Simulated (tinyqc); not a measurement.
Grain growth, pinning, strength and diffusional creep of a polycrystal or thin film: one step, computed by the program tinyqc.

One mean grain size d describes the structure.

Problem. Diffusional creep at T_c. Nabarro-Herring rate = 14 sigma Omega D_l/(k_B T d^2), D_l = D0 exp(-Q_l/(k_B T)); Coble rate = 14 pi sigma Omega delta D_b/(k_B T d^3), delta D_b = delta D0b exp(-Q_b/(k_B T)); they are equal at d_x = pi delta D_b/D_l.

Inputs (values chosen for the exercise, modelled on polycrystalline silicon):

| quantity | value | unit |
|---|---|---|
| atomic volume Omega | 20.02 | angstrom^3 |
| anneal temperature T | 1404 | K |
| lattice diffusion energy Q_l | 4.77 | eV |
| boundary diffusion energy Q_b | 2.42 | eV |
| lattice prefactor D0 | 1.1e-05 | m^2/s |
| boundary prefactor delta D0b | 1.1e-15 | m^3/s |
| applied stress sigma | 11 | MPa |
| service temperature T_c | 528 | K |

grain size d = 48.48160 nm

Constants: k_B = 1.380649e-23 J/K; k_B = 8.617333262e-05 eV/K.

Give: Nabarro-Herring rate; Coble rate; crossover size d_x; time to 1 % strain.

Solution.

Nabarro-Herring rate = 5.844e-37 1/s

Coble rate = 1.021e-16 1/s

crossover size d_x = 8.472e+18 micrometre

time to 1 % strain = 9.793e+13 s

Boundary diffusion carries the creep, by a factor 1.7e20. Caution: the time to 1 % strain exceeds a century, so diffusional creep is negligible in practice.
